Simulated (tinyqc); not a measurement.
Inside a calculation: cyclotron resonance of ellipsoidal valleys, Si type. Values are carried at full precision from step to step, so a last printed digit may differ when a step is redone from the rounded ones.

Valleys along [100], [010], [001] (each with its opposite partner), mass ml along the axis and mt across it. B lies in the (1-10) plane, b = (sin(theta)/sqrt2, sin(theta)/sqrt2, cos(theta)). For the angle phi between B and the axis, 1/mc^2 = cos^2(phi)/mt^2 + sin^2(phi)/(mt ml). Resonance: h nu = 2 muB B/mc, h = 2 pi hbar.

Constants: hbar = 6.58211957e-16 eV s; muB = 5.788381798e-05 eV/T.

Values chosen for the exercise (near those of Si; not measured data): theta = 21 degrees (angle of B from [001] towards [110]); ml = 0.938 m0 (longitudinal mass); mt = 0.187 m0 (transverse mass); nu = 24 GHz (microwave frequency); tau = 8.3 ps (scattering time).

## Angles to the valley axes

Give b and cos^2(phi) for each axis.

b: [0.2534, 0.2534, 0.9336]

cos^2(phi): [100] 0.0642, [010] 0.0642, [001] 0.8716

## Cyclotron masses and resonance fields

For each axis, mc and B = h nu mc/(2 muB).

Resonances:
```
axis   mc (m0)   B (T)
[100]   0.3734  0.3202
[010]   0.3734  0.3202
[001]   0.1974  0.1693
```

2 distinct masses appear; the limits are mt = 0.187 (B along the axis) and sqrt(ml mt) = 0.4188 (B across it).

## The same from the mass tensor

For the valley along [001]: M = mt 1 + (ml - mt) a a^T, and mc^2 = det M/(b M b).

M (m0), rows x, y, z and columns alike:
$$\begin{pmatrix}
0.1870 & 0 & 0 \\
0 & 0.1870 & 0 \\
0 & 0 & 0.9380
\end{pmatrix}$$

det M = 0.032801
b M b = 0.8416
mc = 0.1974 m0

## Line shape

For linear polarisation and one isotropic mass the absorbed power goes as P = [1 + (w^2 + wc^2) tau^2]/([1 + (wc^2 - w^2) tau^2]^2 + 4 w^2 tau^2), w = 2 pi nu. List it for wc/w = 0, 0.5, 0.8, 0.9, 1, 1.1, 1.2, 1.5 and 2, which is B over the resonance field.

w tau = 1.252

Power:
```
wc/w       P
0.0   0.3896
0.5   0.4698
0.8   0.5528
0.9   0.5674
1.0   0.5688
1.1   0.5555
1.2   0.5288
1.5   0.4056
2.0   0.2279
```

The largest listed value lies at wc/w = 1.0, 1.5 times the zero-field value. The line is so broad that on the low-field side it reaches half its height only near zero field, or not at all. The closest two lines of this crystal are 89.1 % apart, so they merge at this w tau.

## Checks

- Rotation frequency of dv/dt = -M^-1 (v x b) for the valley along [001], in units of e B/m0, against 1/mc: both 5.0652.

tinyqc: `OMP_NUM_THREADS=1 python tinyqc.py 1281983 1281984 out.jsonl`; about 0.01 s, one thread, shared Intel(R) Xeon(R) Processor @ 2.30GHz.
